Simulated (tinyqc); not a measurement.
Adsorption as a lattice gas: isotherms with interactions, competition, desorption peaks and saturation dose: one step, computed by the program tinyqc.

One adsorbate per site; a molecule needs 2 empty sites. Gas and surface have the same temperature.

Question. Dose to saturate, flat and in a hole. Without desorption or interaction, 99 % coverage needs the time 99 N_s/(2 s0 F). For a round hole of aspect ratio a in molecular flow with unit sticking (Gordon), the time is N_s/(2F) x [1 + (19/4) a + (3/2) a^2]. The larger of the two times is a rough guide.

Inputs (values chosen for the exercise, for a model surface):
```
quantity,value,unit
desorption energy E,0.963,eV
prefactor nu,1.4e+12,1/s
site density N_s,7,1/nm^2
sticking coefficient s0,0.0021,-
temperature T,438,K
aspect ratio a (depth over diameter) of a hole,20,-
```

Adsorption: dissociative (second order).

flux F = 9043.881 1/(nm^2 s)

Give: time on a flat surface; time for the hole.

Answer.

time on a flat surface = 18.24438 s

time for the hole = 0.2694 s

The surface reaction is the slower step. Caution: with k_d = nu exp(-E/(k_B T)) of these inputs desorption is not negligible over the time on a flat surface, so without interaction 99 % coverage is not reached.
